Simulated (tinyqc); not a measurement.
# Ground and coupling capacitance from two measurements

Problem. A line has Cg to the planes and Cc to each of two neighbours. Find Cg, Cc, the load when both neighbours switch in antiphase, and the pulse on the line when it floats and both neighbours swing by Vx.

Parameters, values chosen for the exercise: swing Vx = 0.8 V.

capacitance with neighbours driven alike and with neighbours grounded (aF/um): 77  119

Solution. Driven alike, Cc carries no charge, which leaves Cg; grounded neighbours give Cg + 2 Cc, antiphase Cg + 4 Cc; a floating line divides the swing as 2 Cc/(Cg + 2 Cc).

Cg = 77.00 aF/um
Cc = 21.00 aF/um
load in antiphase = 161.0 aF/um
pulse = 0.2824 V

Numbers from tinyqc (`OMP_NUM_THREADS=1 python tinyqc.py 2790175 2790176 out.jsonl`; about 0.6 s on one thread of a shared Intel Xeon 2.30GHz).
